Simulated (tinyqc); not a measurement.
Vacuum evaporation: vapour pressure, source flux, thickness distribution, purity and step coverage: one step, computed by the program tinyqc. Command: `OMP_NUM_THREADS=1 python tinyqc.py 3111307 3111308 out.jsonl evap walk`. One thread of a shared host (Intel(R) Xeon(R) Processor @ 2.30GHz), about 0.01 s of CPU time with the checks.

Molecular flow, unit sticking of the metal, no re-evaporation. The background gas is taken as water vapour (18.015 g/mol, collision diameter 0.37 nm) at 300 K.

Problem. Vapour pressure and flux. log10(p_v/Pa) = A - B/T; flux from the surface Phi = p_v/sqrt(2 pi m k_B T), m = M u. Mass loss = Phi x area x m; heat of evaporation = ln(10) R B; d ln Phi/dT = ln(10) B/T^2 - 1/(2 T).

Inputs (values chosen for the exercise, modelled on nickel, with constants for the liquid):

| quantity | value | unit |
|---|---|---|
| molar mass M | 58.69 | g/mol |
| vapour-pressure constant A | 11.71 | - |
| vapour-pressure constant B | 20840 | K |
| source temperature T | 1690 | K |
| source area | 0.58 | cm^2 |

Constants: u = 1.6605390666e-27 kg; k_B = 1.380649e-23 J/K; R = 8.314462618 J/(mol K).

Give: vapour pressure p_v; flux Phi; mass loss; heat of evaporation; change of flux per kelvin.

Solution.

vapour pressure p_v = 0.2391 Pa

flux Phi = 2.001e+17 1/(cm^2 s)

mass loss = 0.04071 g/h

heat of evaporation = 399.0 kJ/mol

change of flux per kelvin = 1.651 %/K

Holding the rate to 1 % needs the temperature to about 0.61 K.
